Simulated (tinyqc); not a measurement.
Worked calculation (part 1 of 2): RHF in the sto-3g basis, for BeH2, spin multiplicity 1. Computed by tinyqc, a small Python program that keeps every step (integrals from PySCF). Settings: charge = 0, multiplicity = 1, basis = sto-3g, energy threshold = 1e-08, iteration cap = 52, orthogonalisation = canonical, start = Wolfsberg-Helmholz matrix, DIIS depth = 0, method = RHF. Command: `OMP_NUM_THREADS=1 python tinyqc.py 24202 24203 out.jsonl` (the two numbers bound the seeds that draw the settings). One thread of a shared host (Intel(R) Xeon(R) Processor @ 2.60GHz), about 0.06 s of CPU time with the checks. Later iterations appear only in the table of the cycle.

## One-electron integrals

Geometry (angstrom):
```
atom         x          y         z
Be    0.000000   0.000000  0.000000
H     0.000000   1.804000  0.048000
H     0.000000  -1.804000  0.048000
```

Basis sto-3g: exponents (1/bohr^2) and contraction coefficients of normalised primitives:
```
element  l (shell)   exponent  coefficient
Be           s (1)  30.167871     0.154329
Be           s (1)   5.495115     0.535328
Be           s (1)   1.487193     0.444635
Be           s (2)   1.314833    -0.099967
Be           s (2)   0.305539     0.399513
Be           s (2)   0.099371     0.700115
Be           p (3)   1.314833     0.155916
Be           p (3)   0.305539     0.607684
Be           p (3)   0.099371     0.391957
H            s (1)   3.425251     0.154329
H            s (1)   0.623914     0.535328
H            s (1)   0.168855     0.444635
```

Overlap, kinetic and nuclear-attraction integrals over the contracted functions; the nuclear repulsion is the sum of Za Zb / Rab.

nuclear repulsion = 2.49252136 hartree

overlap S, order 1Be 1s, 1Be 2s, 1Be 2px, 1Be 2py, 1Be 2pz, 2H 1s, 3H 1s:
$$\begin{pmatrix}
1.000000 & 0.259517 & 0.000000 & 0.000000 & 0.000000 & 0.025002 & 0.025002 \\
0.259517 & 1.000000 & 0.000000 & 0.000000 & 0.000000 & 0.290041 & 0.290041 \\
0.000000 & 0.000000 & 1.000000 & 0.000000 & 0.000000 & 0.000000 & 0.000000 \\
0.000000 & 0.000000 & 0.000000 & 1.000000 & 0.000000 & 0.374763 & -0.374763 \\
0.000000 & 0.000000 & 0.000000 & 0.000000 & 1.000000 & 0.009972 & 0.009972 \\
0.025002 & 0.290041 & 0.000000 & 0.374763 & 0.009972 & 1.000000 & 0.004657 \\
0.025002 & 0.290041 & 0.000000 & -0.374763 & 0.009972 & 0.004657 & 1.000000
\end{pmatrix}$$

kinetic energy T (hartree), order 1Be 1s, 1Be 2s, 1Be 2px, 1Be 2py, 1Be 2pz, 2H 1s, 3H 1s:
$$\begin{pmatrix}
6.693975 & -0.033012 & 0.000000 & 0.000000 & 0.000000 & -0.007462 & -0.007462 \\
-0.033012 & 0.211111 & 0.000000 & 0.000000 & 0.000000 & 0.017351 & 0.017351 \\
0.000000 & 0.000000 & 0.660592 & 0.000000 & 0.000000 & 0.000000 & 0.000000 \\
0.000000 & 0.000000 & 0.000000 & 0.660592 & 0.000000 & 0.072425 & -0.072425 \\
0.000000 & 0.000000 & 0.000000 & 0.000000 & 0.660592 & 0.001927 & 0.001927 \\
-0.007462 & 0.017351 & 0.000000 & 0.072425 & 0.001927 & 0.760032 & -0.002551 \\
-0.007462 & 0.017351 & 0.000000 & -0.072425 & 0.001927 & -0.002551 & 0.760032
\end{pmatrix}$$

nuclear attraction V (hartree), order 1Be 1s, 1Be 2s, 1Be 2px, 1Be 2py, 1Be 2pz, 2H 1s, 3H 1s:
$$\begin{pmatrix}
-15.147556 & -2.051443 & 0.000000 & 0.000000 & -0.000528 & -0.196344 & -0.196344 \\
-2.051443 & -2.890083 & 0.000000 & 0.000000 & -0.005272 & -0.725362 & -0.725362 \\
0.000000 & 0.000000 & -2.825037 & 0.000000 & 0.000000 & 0.000000 & 0.000000 \\
0.000000 & 0.000000 & 0.000000 & -2.963502 & 0.000000 & -0.910160 & 0.910160 \\
-0.000528 & -0.005272 & 0.000000 & 0.000000 & -2.825135 & -0.024516 & -0.024516 \\
-0.196344 & -0.725362 & 0.000000 & -0.910160 & -0.024516 & -2.545026 & -0.014662 \\
-0.196344 & -0.725362 & 0.000000 & 0.910160 & -0.024516 & -0.014662 & -2.545026
\end{pmatrix}$$

core Hamiltonian H = T + V (hartree), order 1Be 1s, 1Be 2s, 1Be 2px, 1Be 2py, 1Be 2pz, 2H 1s, 3H 1s:
$$\begin{pmatrix}
-8.453581 & -2.084455 & 0.000000 & 0.000000 & -0.000528 & -0.203806 & -0.203806 \\
-2.084455 & -2.678972 & 0.000000 & 0.000000 & -0.005272 & -0.708010 & -0.708010 \\
0.000000 & 0.000000 & -2.164445 & 0.000000 & 0.000000 & 0.000000 & 0.000000 \\
0.000000 & 0.000000 & 0.000000 & -2.302911 & 0.000000 & -0.837735 & 0.837735 \\
-0.000528 & -0.005272 & 0.000000 & 0.000000 & -2.164543 & -0.022589 & -0.022589 \\
-0.203806 & -0.708010 & 0.000000 & -0.837735 & -0.022589 & -1.784994 & -0.017212 \\
-0.203806 & -0.708010 & 0.000000 & 0.837735 & -0.022589 & -0.017212 & -1.784994
\end{pmatrix}$$

## Two-electron integrals

Functions are numbered as in S; the eight-fold symmetry (ij|kl) = (ji|kl) = (kl|ij) leaves the list below.

Two-electron integrals (ij|kl) in chemists' order, unique and non-zero (hartree):
```
(11|11) 2.298831    (21|11) 0.392036    (21|21) 0.079539    (22|11) 0.570988
(22|21) 0.143041    (22|22) 0.417683    (31|31) 0.014607    (32|31) 0.021888
(32|32) 0.092265    (33|11) 0.569578    (33|21) 0.143083    (33|22) 0.417589
(33|33) 0.449859    (41|41) 0.014607    (42|41) 0.021888    (42|42) 0.092265
(43|43) 0.024249    (44|11) 0.569578    (44|21) 0.143083    (44|22) 0.417589
(44|33) 0.401360    (44|44) 0.449859    (51|51) 0.014607    (52|51) 0.021888
(52|52) 0.092265    (53|53) 0.024249    (54|54) 0.024249    (55|11) 0.569578
(55|21) 0.143083    (55|22) 0.417589    (55|33) 0.401360    (55|44) 0.401360
(55|55) 0.449859    (61|11) 0.037242    (61|21) 0.007553    (61|22) 0.013711
(61|33) 0.013623    (61|41) 0.000678    (61|42) 0.001280    (61|44) 0.013893
(61|51) 0.000018    (61|52) 0.000034    (61|54) 0.000007    (61|55) 0.013623
(61|61) 0.000753    (62|11) 0.119256    (62|21) 0.030467    (62|22) 0.101029
(62|33) 0.096888    (62|41) 0.003902    (62|42) 0.026722    (62|44) 0.109200
(62|51) 0.000104    (62|52) 0.000711    (62|54) 0.000328    (62|55) 0.096897
(62|61) 0.003204    (62|62) 0.041502    (63|31) 0.002374    (63|32) 0.012033
(63|43) 0.004277    (63|53) 0.000114    (63|63) 0.003125    (64|11) 0.139898
(64|21) 0.036087    (64|22) 0.124801    (64|33) 0.117595    (64|41) 0.006155
(64|42) 0.040941    (64|44) 0.139070    (64|51) 0.000101    (64|52) 0.000769
(64|54) 0.000458    (64|55) 0.117604    (64|61) 0.003910    (64|62) 0.057374
(64|64) 0.080779    (65|11) 0.003722    (65|21) 0.000960    (65|22) 0.003321
(65|33) 0.003129    (65|41) 0.000101    (65|42) 0.000769    (65|44) 0.003473
(65|51) 0.002377    (65|52) 0.012053    (65|54) 0.004286    (65|55) 0.003357
(65|61) 0.000104    (65|62) 0.001527    (65|64) 0.002066    (65|65) 0.003180
(66|11) 0.292863    (66|21) 0.075944    (66|22) 0.283044    (66|33) 0.264193
(66|41) 0.009754    (66|42) 0.090457    (66|44) 0.320323    (66|51) 0.000260
(66|52) 0.002407    (66|54) 0.001493    (66|55) 0.264233    (66|61) 0.008049
(66|62) 0.157189    (66|64) 0.227715    (66|65) 0.006059    (66|66) 0.774606
(71|11) 0.037242    (71|21) 0.007553    (71|22) 0.013711    (71|33) 0.013623
(71|41) -0.000678   (71|42) -0.001280   (71|44) 0.013893    (71|51) 0.000018
(71|52) 0.000034    (71|54) -0.000007   (71|55) 0.013623    (71|61) 0.000686
(71|62) 0.002703    (71|64) 0.003125    (71|65) 0.000089    (71|66) 0.006743
(71|71) 0.000753    (72|11) 0.119256    (72|21) 0.030467    (72|22) 0.101029
(72|33) 0.096888    (72|41) -0.003902   (72|42) -0.026722   (72|44) 0.109200
(72|51) 0.000104    (72|52) 0.000711    (72|54) -0.000328   (72|55) 0.096897
(72|61) 0.002703    (72|62) 0.018671    (72|64) 0.021834    (72|65) 0.000686
(72|66) 0.051451    (72|71) 0.003204    (72|72) 0.041502    (73|31) 0.002374
(73|32) 0.012033    (73|43) -0.004277   (73|53) 0.000114    (73|63) 0.000981
(73|73) 0.003125    (74|11) -0.139898   (74|21) -0.036087   (74|22) -0.124801
(74|33) -0.117595   (74|41) 0.006155    (74|42) 0.040941    (74|44) -0.139070
(74|51) -0.000101   (74|52) -0.000769   (74|54) 0.000458    (74|55) -0.117604
(74|61) -0.003125   (74|62) -0.021834   (74|64) -0.025284   (74|65) -0.000792
(74|66) -0.060676   (74|71) -0.003910   (74|72) -0.057374   (74|74) 0.080779
(75|11) 0.003722    (75|21) 0.000960    (75|22) 0.003321    (75|33) 0.003129
(75|41) -0.000101   (75|42) -0.000769   (75|44) 0.003473    (75|51) 0.002377
(75|52) 0.012053    (75|54) -0.004286   (75|55) 0.003357    (75|61) 0.000089
(75|62) 0.000686    (75|64) 0.000792    (75|65) 0.001005    (75|66) 0.001911
(75|71) 0.000104    (75|72) 0.001527    (75|74) -0.002066   (75|75) 0.003180
(76|11) 0.002871    (76|21) 0.000710    (76|22) 0.002014    (76|33) 0.001996
(76|44) 0.002050    (76|51) 0.000006    (76|52) 0.000029    (76|55) 0.001996
(76|61) 0.000068    (76|62) 0.000495    (76|64) 0.000617    (76|65) 0.000020
(76|66) 0.001405    (76|71) 0.000068    (76|72) 0.000495    (76|74) -0.000617
(76|75) 0.000020    (76|76) 0.000010    (77|11) 0.292863    (77|21) 0.075944
(77|22) 0.283044    (77|33) 0.264193    (77|41) -0.009754   (77|42) -0.090457
(77|44) 0.320323    (77|51) 0.000260    (77|52) 0.002407    (77|54) -0.001493
(77|55) 0.264233    (77|61) 0.006743    (77|62) 0.051451    (77|64) 0.060676
(77|65) 0.001911    (77|66) 0.146667    (77|71) 0.008049    (77|72) 0.157189
(77|74) -0.227715   (77|75) 0.006059    (77|76) 0.001405    (77|77) 0.774606
```

## Orthogonalisation

S = U s U^T; canonical form X = U s^(-1/2), so that X^T S X = 1. Each column of U has its largest component positive (the first on a tie).

eigenvalues of S: [0.467671, 0.531596, 0.967657, 1.000000, 1.001755, 1.503649, 1.527672]

X, order 1Be 1s, 1Be 2s, 1Be 2px, 1Be 2py, 1Be 2pz, 2H 1s, 3H 1s:
$$\begin{pmatrix}
0.000000 & -0.484706 & 0.837515 & 0.000000 & -0.191533 & 0.325806 & 0.000000 \\
0.000000 & 0.986558 & -0.032532 & 0.000000 & -0.017795 & 0.565739 & 0.000000 \\
0.000000 & 0.000000 & 0.000000 & 1.000000 & 0.000000 & 0.000000 & 0.000000 \\
1.031713 & 0.000000 & 0.000000 & 0.000000 & 0.000000 & 0.000000 & 0.573353 \\
0.000000 & 0.024685 & 0.229920 & 0.000000 & 0.972923 & 0.013678 & 0.000000 \\
-0.732743 & -0.579777 & -0.372874 & 0.000000 & 0.085634 & 0.345436 & 0.403644 \\
0.732743 & -0.579777 & -0.372874 & 0.000000 & 0.085634 & 0.345436 & -0.403644
\end{pmatrix}$$

## Starting guess

The start is the generalised Wolfsberg-Helmholz matrix (K = 1.75) built on H; D = 2 C_occ C_occ^T.

D at the start, order 1Be 1s, 1Be 2s, 1Be 2px, 1Be 2py, 1Be 2pz, 2H 1s, 3H 1s:
$$\begin{pmatrix}
2.046738 & -0.208842 & 0.000000 & 0.000000 & -0.010826 & -0.193345 & -0.193345 \\
-0.208842 & 0.959970 & 0.000000 & 0.000000 & 0.032408 & 0.502701 & 0.502701 \\
0.000000 & 0.000000 & 0.000000 & 0.000000 & 0.000000 & 0.000000 & 0.000000 \\
0.000000 & 0.000000 & 0.000000 & 0.988945 & 0.000000 & 0.428224 & -0.428224 \\
-0.010826 & 0.032408 & 0.000000 & 0.000000 & 0.001101 & 0.017129 & 0.017129 \\
-0.193345 & 0.502701 & 0.000000 & 0.428224 & 0.017129 & 0.452196 & 0.081344 \\
-0.193345 & 0.502701 & 0.000000 & -0.428224 & 0.017129 & 0.081344 & 0.452196
\end{pmatrix}$$

## Iteration 1: building the Fock matrix

J_ij = sum D_kl (ij|kl), K_ij = sum D_kl (ik|jl); F = H + J - 0.5 K; E = tr D H + tr D J / 2 - 0.25 tr D K + E_nn.

Coulomb J (hartree), order 1Be 1s, 1Be 2s, 1Be 2px, 1Be 2py, 1Be 2pz, 2H 1s, 3H 1s:
$$\begin{pmatrix}
6.369609 & 1.234248 & 0.000000 & 0.000000 & 0.001868 & 0.118103 & 0.118103 \\
1.234248 & 2.586167 & 0.000000 & 0.000000 & 0.011234 & 0.657042 & 0.657042 \\
0.000000 & 0.000000 & 2.529441 & 0.000000 & 0.000000 & 0.000000 & 0.000000 \\
0.000000 & 0.000000 & 0.000000 & 2.689530 & 0.000000 & 0.827137 & -0.827137 \\
0.001868 & 0.011234 & 0.000000 & 0.000000 & 2.529579 & 0.022920 & 0.022920 \\
0.118103 & 0.657042 & 0.000000 & 0.827137 & 0.022920 & 2.024766 & 0.012817 \\
0.118103 & 0.657042 & 0.000000 & -0.827137 & 0.022920 & 0.012817 & 2.024766
\end{pmatrix}$$

exchange K (hartree), order 1Be 1s, 1Be 2s, 1Be 2px, 1Be 2py, 1Be 2pz, 2H 1s, 3H 1s:
$$\begin{pmatrix}
4.620512 & 0.828685 & 0.000000 & 0.000000 & -0.000676 & 0.077865 & 0.077865 \\
0.828685 & 0.861336 & 0.000000 & 0.000000 & 0.024543 & 0.430988 & 0.430988 \\
0.000000 & 0.000000 & 0.166012 & 0.000000 & 0.000000 & 0.000000 & 0.000000 \\
0.000000 & 0.000000 & 0.000000 & 0.938989 & 0.000000 & 0.504395 & -0.504395 \\
-0.000676 & 0.024543 & 0.000000 & 0.000000 & 0.166811 & 0.015476 & 0.015476 \\
0.077865 & 0.430988 & 0.000000 & 0.504395 & 0.015476 & 0.820640 & 0.004661 \\
0.077865 & 0.430988 & 0.000000 & -0.504395 & 0.015476 & 0.004661 & 0.820640
\end{pmatrix}$$

Fock matrix F (hartree), order 1Be 1s, 1Be 2s, 1Be 2px, 1Be 2py, 1Be 2pz, 2H 1s, 3H 1s:
$$\begin{pmatrix}
-4.394227 & -1.264550 & 0.000000 & 0.000000 & 0.001678 & -0.124636 & -0.124636 \\
-1.264550 & -0.523473 & 0.000000 & 0.000000 & -0.006309 & -0.266462 & -0.266462 \\
0.000000 & 0.000000 & 0.281990 & 0.000000 & 0.000000 & 0.000000 & 0.000000 \\
0.000000 & 0.000000 & 0.000000 & -0.082875 & 0.000000 & -0.262795 & 0.262795 \\
0.001678 & -0.006309 & 0.000000 & 0.000000 & 0.281630 & -0.007406 & -0.007406 \\
-0.124636 & -0.266462 & 0.000000 & -0.262795 & -0.007406 & -0.170548 & -0.006726 \\
-0.124636 & -0.266462 & 0.000000 & 0.262795 & -0.007406 & -0.006726 & -0.170548
\end{pmatrix}$$

total energy of this density = -15.35690814 hartree

## Iteration 1: diagonalisation and new density

Diagonalise F' = X^T F X, C = X C', fill 3 alpha and 3 beta electrons from the bottom; D = 2 C_occ C_occ^T. Each column has its largest component positive (the first on a tie).

F' = X^T F X (hartree):
$$\begin{pmatrix}
0.530542 & 0.000000 & 0.000000 & 0.000000 & 0.000000 & 0.000000 & 0.049815 \\
0.000000 & 0.018135 & 0.923309 & 0.000000 & -0.212734 & 0.494999 & 0.000000 \\
0.000000 & 0.923309 & -2.902265 & 0.000000 & 0.758738 & -1.653814 & 0.000000 \\
0.000000 & 0.000000 & 0.000000 & 0.281990 & 0.000000 & 0.000000 & 0.000000 \\
0.000000 & -0.212734 & 0.758738 & 0.000000 & 0.100925 & 0.396153 & 0.000000 \\
0.000000 & 0.494999 & -1.653814 & 0.000000 & 0.396153 & -1.407037 & 0.000000 \\
0.049815 & 0.000000 & 0.000000 & 0.000000 & 0.000000 & 0.000000 & -0.323902
\end{pmatrix}$$

orbital energies (hartree): MO1 -4.398302, MO2 -0.358680, MO3 -0.326796, MO4 0.276300, MO5 0.281990, MO6 0.290440, MO7 0.533437

coefficients C, order 1Be 1s, 1Be 2s, 1Be 2px, 1Be 2py, 1Be 2pz, 2H 1s, 3H 1s:
$$\begin{pmatrix}
0.990966 & -0.202920 & 0.000000 & 0.152142 & 0.000000 & -0.181300 & 0.000000 \\
0.033901 & 0.616335 & 0.000000 & -0.610321 & 0.000000 & 0.735678 & 0.000000 \\
0.000000 & 0.000000 & 0.000000 & 0.000000 & 1.000000 & 0.000000 & 0.000000 \\
0.000000 & 0.000000 & 0.512541 & 0.000000 & 0.000000 & 0.000000 & 1.063234 \\
-0.000237 & 0.011615 & 0.000000 & 0.769573 & 0.000000 & 0.638641 & 0.000000 \\
-0.004637 & 0.418866 & 0.445469 & 0.403870 & 0.000000 & -0.513083 & -0.708096 \\
-0.004637 & 0.418866 & -0.445469 & 0.403870 & 0.000000 & -0.513083 & 0.708096
\end{pmatrix}$$

D after iteration 1, order 1Be 1s, 1Be 2s, 1Be 2px, 1Be 2py, 1Be 2pz, 2H 1s, 3H 1s:
$$\begin{pmatrix}
2.046379 & -0.182945 & 0.000000 & 0.000000 & -0.005184 & -0.179182 & -0.179182 \\
-0.182945 & 0.762035 & 0.000000 & 0.000000 & 0.014301 & 0.516008 & 0.516008 \\
0.000000 & 0.000000 & 0.000000 & 0.000000 & 0.000000 & 0.000000 & 0.000000 \\
0.000000 & 0.000000 & 0.000000 & 0.525397 & 0.000000 & 0.456642 & -0.456642 \\
-0.005184 & 0.014301 & 0.000000 & 0.000000 & 0.000270 & 0.009732 & 0.009732 \\
-0.179182 & 0.516008 & 0.000000 & 0.456642 & 0.009732 & 0.747824 & -0.045945 \\
-0.179182 & 0.516008 & 0.000000 & -0.456642 & 0.009732 & -0.045945 & 0.747824
\end{pmatrix}$$

## Iteration 2: building the Fock matrix

As before.

Coulomb J (hartree), order 1Be 1s, 1Be 2s, 1Be 2px, 1Be 2py, 1Be 2pz, 2H 1s, 3H 1s:
$$\begin{pmatrix}
6.208247 & 1.194315 & 0.000000 & 0.000000 & 0.001340 & 0.114264 & 0.114264 \\
1.194315 & 2.503858 & 0.000000 & 0.000000 & 0.009326 & 0.655647 & 0.655647 \\
0.000000 & 0.000000 & 2.442510 & 0.000000 & 0.000000 & 0.000000 & 0.000000 \\
0.000000 & 0.000000 & 0.000000 & 2.616393 & 0.000000 & 0.833056 & -0.833056 \\
0.001340 & 0.009326 & 0.000000 & 0.000000 & 2.442626 & 0.022805 & 0.022805 \\
0.114264 & 0.655647 & 0.000000 & 0.833056 & 0.022805 & 2.118023 & 0.012430 \\
0.114264 & 0.655647 & 0.000000 & -0.833056 & 0.022805 & 0.012430 & 2.118023
\end{pmatrix}$$

exchange K (hartree), order 1Be 1s, 1Be 2s, 1Be 2px, 1Be 2py, 1Be 2pz, 2H 1s, 3H 1s:
$$\begin{pmatrix}
4.620323 & 0.813181 & 0.000000 & 0.000000 & -0.000426 & 0.079388 & 0.079388 \\
0.813181 & 0.773102 & 0.000000 & 0.000000 & 0.015558 & 0.442390 & 0.442390 \\
0.000000 & 0.000000 & 0.140473 & 0.000000 & 0.000000 & 0.000000 & 0.000000 \\
0.000000 & 0.000000 & 0.000000 & 0.785824 & 0.000000 & 0.523397 & -0.523397 \\
-0.000426 & 0.015558 & 0.000000 & 0.000000 & 0.140851 & 0.012939 & 0.012939 \\
0.079388 & 0.442390 & 0.000000 & 0.523397 & 0.012939 & 1.020974 & -0.006905 \\
0.079388 & 0.442390 & 0.000000 & -0.523397 & 0.012939 & -0.006905 & 1.020974
\end{pmatrix}$$

Fock matrix F (hartree), order 1Be 1s, 1Be 2s, 1Be 2px, 1Be 2py, 1Be 2pz, 2H 1s, 3H 1s:
$$\begin{pmatrix}
-4.555496 & -1.296731 & 0.000000 & 0.000000 & 0.001025 & -0.129236 & -0.129236 \\
-1.296731 & -0.561665 & 0.000000 & 0.000000 & -0.003725 & -0.273558 & -0.273558 \\
0.000000 & 0.000000 & 0.207829 & 0.000000 & 0.000000 & 0.000000 & 0.000000 \\
0.000000 & 0.000000 & 0.000000 & -0.079430 & 0.000000 & -0.266377 & 0.266377 \\
0.001025 & -0.003725 & 0.000000 & 0.000000 & 0.207657 & -0.006253 & -0.006253 \\
-0.129236 & -0.273558 & 0.000000 & -0.266377 & -0.006253 & -0.177458 & -0.001330 \\
-0.129236 & -0.273558 & 0.000000 & 0.266377 & -0.006253 & -0.001330 & -0.177458
\end{pmatrix}$$

total energy of this density = -15.42991830 hartree

## Iteration 2: diagonalisation and new density

As before.

F' = X^T F X (hartree):
$$\begin{pmatrix}
0.531826 & 0.000000 & 0.000000 & 0.000000 & 0.000000 & 0.000000 & 0.059158 \\
0.000000 & -0.016071 & 0.969901 & 0.000000 & -0.223349 & 0.501380 & 0.000000 \\
0.000000 & 0.969901 & -3.013286 & 0.000000 & 0.765656 & -1.709807 & 0.000000 \\
0.000000 & 0.000000 & 0.000000 & 0.207829 & 0.000000 & 0.000000 & 0.000000 \\
0.000000 & -0.223349 & 0.765656 & 0.000000 & 0.025617 & 0.410946 & 0.000000 \\
0.000000 & 0.501380 & -1.709807 & 0.000000 & 0.410946 & -1.456179 & 0.000000 \\
0.059158 & 0.000000 & 0.000000 & 0.000000 & 0.000000 & 0.000000 & -0.330095
\end{pmatrix}$$

orbital energies (hartree): MO1 -4.558836, MO2 -0.378554, MO3 -0.334136, MO4 0.206945, MO5 0.207829, MO6 0.270527, MO7 0.535867

coefficients C, order 1Be 1s, 1Be 2s, 1Be 2px, 1Be 2py, 1Be 2pz, 2H 1s, 3H 1s:
$$\begin{pmatrix}
0.991984 & -0.207658 & 0.000000 & 0.029981 & 0.000000 & -0.226171 & 0.000000 \\
0.030167 & 0.643814 & 0.000000 & -0.119111 & 0.000000 & 0.930128 & 0.000000 \\
0.000000 & 0.000000 & 0.000000 & 0.000000 & 1.000000 & 0.000000 & 0.000000 \\
0.000000 & 0.000000 & 0.501702 & 0.000000 & 0.000000 & 0.000000 & 1.068391 \\
-0.000128 & 0.007835 & 0.000000 & 0.991679 & 0.000000 & 0.129421 & 0.000000 \\
-0.003748 & 0.399842 & 0.452647 & 0.071001 & 0.000000 & -0.660989 & -0.703529 \\
-0.003748 & 0.399842 & -0.452647 & 0.071001 & 0.000000 & -0.660989 & 0.703529
\end{pmatrix}$$

D after iteration 2, order 1Be 1s, 1Be 2s, 1Be 2px, 1Be 2py, 1Be 2pz, 2H 1s, 3H 1s:
$$\begin{pmatrix}
2.054308 & -0.207535 & 0.000000 & 0.000000 & -0.003508 & -0.173497 & -0.173497 \\
-0.207535 & 0.830812 & 0.000000 & 0.000000 & 0.010080 & 0.514622 & 0.514622 \\
0.000000 & 0.000000 & 0.000000 & 0.000000 & 0.000000 & 0.000000 & 0.000000 \\
0.000000 & 0.000000 & 0.000000 & 0.503410 & 0.000000 & 0.454187 & -0.454187 \\
-0.003508 & 0.010080 & 0.000000 & 0.000000 & 0.000123 & 0.006266 & 0.006266 \\
-0.173497 & 0.514622 & 0.000000 & 0.454187 & 0.006266 & 0.729554 & -0.090002 \\
-0.173497 & 0.514622 & 0.000000 & -0.454187 & 0.006266 & -0.090002 & 0.729554
\end{pmatrix}$$
